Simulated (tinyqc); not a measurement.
Changing the fraction x of B: order-disorder in a binary alloy on two sublattices: Bragg-Williams and pair (quasi-chemical) approximations. Computed by tinyqc, a small Python program. Command: `OMP_NUM_THREADS=1 python tinyqc.py 3019717 3019718 out.jsonl order sweep`. One thread of a shared host (Intel(R) Xeon(R) Processor @ 2.30GHz), about 0.01 s of CPU time with the checks.

All z = 4 neighbours of a site lie on the other sublattice. B fills the sublattices with x + eta/2 and x - eta/2; energies are per site, from the pure components: u = -z w y with y the probability of an A-B bond taken in one order.

Inputs (values chosen for the exercise, for a model alloy): ordering energy w = (e_AA + e_BB)/2 - e_AB = 44.7 meV; temperature T = 652 K.

Lattice: square (z = 4). Method: Newton steps.

scattering factors f_A, f_B (electrons): 15  58

Constants: k_B = 8.617333262e-05 eV/K.

Method:
- Bragg-Williams: k_B T_c = 2 z w x (1 - x). Pair approximation at x = 1/2: k_B T_c = w/ln(z/(z - 2)).
- Bragg-Williams: u = -z w [x (1 - x) + eta^2/4]; minimising f gives ln[a (1 - b)/(b (1 - a))] = 2 z w eta/(k_B T) =: ln Q, a = x + eta/2, b = x - eta/2. For given Q this is a quadratic for eta, (Q - 1) eta^2/4 - (Q + 1) eta/2 + (Q - 1) x (1 - x) = 0, smaller root: the map eta -> phi(eta).
- Newton steps on phi(eta) - eta, with the slope by central differences of 1e-6; start at 0.999 times 2x; stop when |phi - eta| < 1e-10.
- a = x + eta/2, b = x - eta/2; u = -z w [x (1 - x) + eta^2/4]; s/k_B = [s2(a) + s2(b)]/2, s2(c) = -c ln c - (1 - c) ln(1 - c); gain on ordering = f(eta) - f(0), f = u - T s. Superlattice over fundamental intensity = [eta (f_B - f_A)/2]^2/[(1 - x) f_A + x f_B]^2.
- Quasi-chemical disordered state, with T here the Bragg-Williams T_c and not the input T: y^2/[(1 - x - y)(x - y)] = exp(2 w/(k_B T)) =: E, so y = 2 x (1 - x)/(1 + r), r = sqrt(1 - 4 x (1 - x)(1 - 1/E)); Warren-Cowley alpha = 1 - y/(x (1 - x)); u = -z w y.

One run for each value:

| fraction x of B | order parameter eta | T_c, Bragg-Williams (K) | B fraction on its own sublattice | B fraction on the A sublattice | alpha of the disordered state at the Bragg-Williams T_c |
|---|---|---|---|---|---|
| 0.22 | 0.23531 | 712.1 | 0.33765 | 0.10235 | -0.18475 |
| 0.26 | 0.38911 | 798.4 | 0.45455 | 0.06545 | -0.20226 |
| 0.30 | 0.50575 | 871.5 | 0.55287 | 0.04713 | -0.21615 |
| 0.34 | 0.60695 | 931.2 | 0.64348 | 0.03652 | -0.22693 |
| 0.38 | 0.69883 | 977.7 | 0.72941 | 0.03059 | -0.23498 |
| 0.42 | 0.78265 | 1010.9 | 0.81133 | 0.02867 | -0.24055 |
| 0.46 | 0.85381 | 1030.8 | 0.88691 | 0.03309 | -0.24384 |
| 0.50 | 0.88818 | 1037.4 | 0.94409 | 0.05591 | -0.24492 |

Over the rows, order parameter eta rises from 0.235 to 0.888 (exponent d ln y / d ln x 3.0 between the first rows and 0.47 between the last); T_c, Bragg-Williams (K) rises from 712 to 1040 (exponent d ln y / d ln x 0.68 between the first rows and 0.077 between the last); B fraction on its own sublattice rises from 0.338 to 0.944 (exponent d ln y / d ln x 1.8 between the first rows and 0.75 between the last).

Caution (all rows): T is near or above the T_c of the better pair approximation, so the true long-range order is lower than Bragg-Williams gives.
